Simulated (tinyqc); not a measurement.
# Energy and delay of logic against supply voltage: two studies

One expression serves below and above threshold: I(Vg) = Ik [ln(1 + exp((Vg - VT + dd V)/(al nf Vt)))]^al, with I_on = I(V) and I_off = I(0). Gate delay td = kd C V/I_on, clock period LD td. Per gate and cycle the switching energy is act C V^2 and the leakage energy I_off V LD td. No short-circuit current, no variation. Minima are sought above 0.09 V; below a few Vt gates no longer switch and the model has no meaning.

Parameters, values chosen for the exercise; values of the order met in logic technologies: temperature T = 330 K; threshold voltage at zero drain bias VT = 0.24 V; slope factor nf = 1.27; barrier lowering per volt of supply dd = 0.06; specific current of a gate Ik = 0.85 uA; exponent of the current law al = 1.79; load capacitance of a gate C = 1.5 fF; delay factor kd = 1; logic depth LD = 12; activity factor act = 0.05.

Constants: q = 1.602176634e-19 C, kB = 1.380649e-23 J/K, Vt = kB T/q. Results are converted to the units shown.

Each table varies one quantity; the others keep the values above.

## Energy and delay against supply voltage

EDP = energy times td.

Energy and delay against supply voltage:
```
V (V)  I_on (uA)  I_off (nA)  td (ps)  switching (aJ)  leakage (aJ)  energy (aJ)  EDP (fJ ps)
0.15     0.07172       1.383     3137           1.688         7.809        9.497        29.79
0.27       1.030       1.683    393.4           5.468         2.145        7.613        2.995
0.38       4.688       2.015    121.6           10.83         1.117        11.95        1.453
0.5        12.54       2.451    59.83           18.75        0.8796        19.63        1.174
0.62       23.94       2.979    38.84           28.83        0.8611        29.69        1.153
0.73       37.20       3.562    29.43           39.97        0.9185        40.89        1.203
0.85       54.54       4.327    23.38           54.19         1.032        55.22        1.291
0.97       74.74       5.253    19.47           70.57         1.191        71.76        1.397
1.08       95.67       6.272    16.93           87.48         1.376        88.86        1.505
1.2        121.1       7.606    14.87           108.0         1.628        109.6        1.630
```

Read the table: what changes, and by how much?

td falls from 3140 to 14.9 ps; the energy goes from 9.50 through a minimum of 7.61 (at V = 0.27 V among the rows listed) to 110 aJ and the EDP goes from 29.8 through a minimum of 1.15 (at V = 0.62 V among the rows listed) to 1.63 fJ ps. The exact minima lie at V = 0.228 V for the energy and 0.577 V for the EDP. Going from 1.2 V to the energy minimum saves a factor of 15.4 in energy and costs a factor of 50.3 in delay. Below the minimum the leakage energy rises faster than the switching energy falls, because the clock period grows so steeply.

## Optimum supplies against the activity factor

Same model as above.

V_min minimises the energy and V_EDP the product of energy and td.

Results:
```
act    V_min (V)  energy at V_min (aJ)  leakage share (%)  clock at V_min (MHz)  V_EDP (V)  clock at V_EDP (GHz)
0.002     0.4156                 1.522              65.96                 883.9     0.7643                 3.043
0.01      0.3164                 3.020              50.28                 378.4     0.6340                 2.233
0.02      0.2775                 4.323              46.57                 234.8     0.6019                 2.031
0.05      0.2282                 7.123              45.18                 111.4     0.5773                 1.877
0.1       0.1903                 10.35              47.55                 57.09     0.5677                 1.817
```

Estimate the missing row, act = 0.005.

Computed row:
```
act    V_min (V)  energy at V_min (aJ)  leakage share (%)  clock at V_min (MHz)  V_EDP (V)  clock at V_EDP (GHz)
0.005     0.3577                 2.180              55.98                 569.4     0.6808                 2.526
```

With this row back in the table: As act goes from 0.002 to 0.1, V_min falls from 0.416 to 0.190 V, the energy there rises from 1.52 to 10.4 aJ, the clock there falls from 884 to 57.1 MHz and V_EDP falls from 0.764 to 0.568 V. act and LD enter V_min only through the ratio act/LD.

tinyqc, about 0.01 s, one thread, Intel Xeon 2.30GHz (shared host): `OMP_NUM_THREADS=1 python tinyqc.py 2082123 2082124 out.jsonl`
